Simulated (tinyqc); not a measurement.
Plane-wave Kohn-Sham cycle with exchange-only LDA in a layered model solid, step by step. One step of it, computed by the program tinyqc.

Question. Iteration 1: levels at that k. Diagonalise the Hermitian matrix.

H (hartree):
```
           -2         -1         +0         +1         +2
-2   2.093072  -0.275000  -0.020000   0.000000   0.000000
-1  -0.275000   0.231521  -0.275000  -0.020000   0.000000
+0  -0.020000  -0.275000  -0.276174  -0.275000  -0.020000
+1   0.000000  -0.020000  -0.275000   0.569985  -0.275000
+2   0.000000   0.000000  -0.020000  -0.275000   2.770000
```

Give: eigenvalues.

Answer.

eigenvalues (hartree): -0.4705  0.2909  0.6311  2.1330  2.8039
